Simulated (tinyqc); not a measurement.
Chemical shift by three methods: effective-mass impurity with a central-cell term, in a basis of Slater functions. Computed by tinyqc, a small Python program. Command: `OMP_NUM_THREADS=1 python tinyqc.py 3011459 3011460 out.jsonl centralcell walk`. One thread of a shared host (Intel(R) Xeon(R) Processor @ 2.30GHz), about 0.01 s of CPU time with the checks.

The envelope obeys H = -nabla^2 - (2/r) [Z + A exp(-kappa r)] in effective units, with kappa = a*/lambda; positive A deepens the well near the core.

Inputs (values chosen for the exercise, with screening close to that of germanium):

| quantity | value | unit |
|---|---|---|
| effective mass m | 0.241 | m_0 |
| dielectric constant eps | 16.6 | - |
| charge Z of the core | 1 | - |
| central-cell strength A | -14 | - |
| central-cell range lambda | 1.4 | angstrom |

Impurity: acceptor, one isotropic band.

Constants: Ry = 13.605693123 eV; a_0 = 0.529177210903 angstrom.

Method:
- Units: Ry* = Ry m/eps^2 and a* = a_0 eps/m, with m in m_0.
- kappa = a*/lambda; the hydrogenic ground state is bound by Z^2 Ry*.
- For s functions exp(-zeta r), with s = zeta_i + zeta_j: S = 2/s^3, T = zeta_i zeta_j S, V = -2 Z/s^2, W = -2 A/(s + kappa)^2; each function is normalised by dividing by sqrt(S_ii S_jj).
- Large basis: zeta_i = 0.06 x 1.6^(i-1), i = 1..22, same formulas; for p functions r exp(-zeta r): S = 24/s^5, T = zeta_i zeta_j S (centrifugal term included), V = -12 Z/s^4, W = -12 A/(s + kappa)^4; overlap eigenvalues below 1e-11 are dropped.
- First order: shift = 8 A Z^3/(2 Z + kappa)^2 Ry*. One exponent: minimise zeta^2 - 2 Z zeta - 8 A zeta^3/(2 zeta + kappa)^2 by golden section on 0.2 to 6 Z. All shifts are the binding beyond Z^2 Ry*.

kappa = 26.0354 1/a*

Ry* = 11.8993 meV

hydrogenic binding energy = 11.8993 meV

Shift of the 1s binding energy (meV):

| A | first order | one exponent | large basis |
|---|---|---|---|
| 14.0 | 1.6956 | 2.5135 | 7.2406 |
| 7.0 | 0.8478 | 1.0000 | 1.3787 |
| -1.4 | -0.1696 | -0.1648 | -0.1577 |
| -3.5 | -0.4239 | -0.3957 | -0.3571 |
| -7.0 | -0.8478 | -0.7434 | -0.6188 |
| -14.0 | -1.6956 | -1.3317 | -0.9824 |
| -17.5 | -2.1195 | -1.5847 | -1.1160 |

What does the comparison show, and why?

The three columns are ordered, first order <= one exponent <= large basis, since each is a variational bound with more freedom. At the largest attractive A first order gives 23 % and one exponent 35 % of the shift; at the most repulsive A the true shift is -1.116 meV against -2.120. Attraction pulls the envelope in and feeds itself, repulsion pushes it out and saturates.

Extremes, crossings and ranges named in words are read from the listed rows.
